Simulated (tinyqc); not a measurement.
Worked calculation: hydrogenic donor in a hard-walled well (variational). Values are carried at full precision from step to step, so a last printed digit may differ when a step is redone from the rounded ones.

Constants: Ry = 13.60569312 eV; a0 (Bohr radius) = 0.5291772105 angstrom; hbar^2/2m0 = 3.80998211 eV angstrom^2; e^2/(4 pi eps0) = 14.39964547 eV angstrom.

Parameters, chosen for this exercise (near those of GaAs; the results hold for these values, not for the real material):
- m = 0.07 m0 (mass)
- eps = 12.8 (dielectric constant)
- L = 94 angstrom (well width)
- zi = 0 angstrom (position of the donor from the centre)
- lam = 70 angstrom (trial length)
- lams = (43, 55, 66, 78, 94, 113, 140) angstrom (trial lengths)

## Bulk donor

Ry* = Ry m/eps^2, a* = a0 eps/m, and the subband energy c (pi/L)^2/m with c = hbar^2/2m0.

Ry* = 5.813 meV
a* = 96.76 angstrom
subband energy = 60.80 meV

## One trial length

Trial function cos(pi z/L) exp(-r/lam), r measured from the donor at zi, walls at +/- L/2, one eps everywhere. Counted from the lowest subband, E(lam) = c/(m lam^2) - (q/eps) I0/I1, with I0 the integral of cos^2(pi z/L) exp(-2|z - zi|/lam) over the well and I1 the same with the factor (|z - zi| + lam/2); c = hbar^2/2m0, q = e^2/(4 pi eps0). The binding energy is -E at the minimum.

Evaluate I0, I1 and both terms.

I0 = 32.680 angstrom
I1 = 1520.9 angstrom^2
kinetic term = 11.108 meV
Coulomb term = -24.173 meV
E = -13.065 meV

## Scan and minimum

E for each trial length, then the minimum.

Scan:
```
lam (angstrom)  kinetic (meV)  Coulomb (meV)  E (meV)
43                     29.437        -35.435   -5.998
55                     17.993        -29.254  -11.261
66                     12.495        -25.334  -12.839
78                      8.946        -22.160  -13.213
94                      6.160        -19.030  -12.870
113                     4.263        -16.325  -12.063
140                     2.777        -13.603  -10.826
```

best lam = 78.0 angstrom
binding energy = 13.21 meV
in Ry* = 2.273

At L = 0.97 a* this donor is bound more strongly than in the bulk.

## Checks

- Binding at the centre of a very wide well (200 a*) against Ry*, meV: both 5.81.
- Binding in a very thin well (a*/2000) against 4 Ry*, meV: 23.2 against 23.3.

Program tinyqc; command `OMP_NUM_THREADS=1 python tinyqc.py 1250859 1250860 out.jsonl`; about 0.02 s on one thread of a shared Intel(R) Xeon(R) Processor @ 2.30GHz.
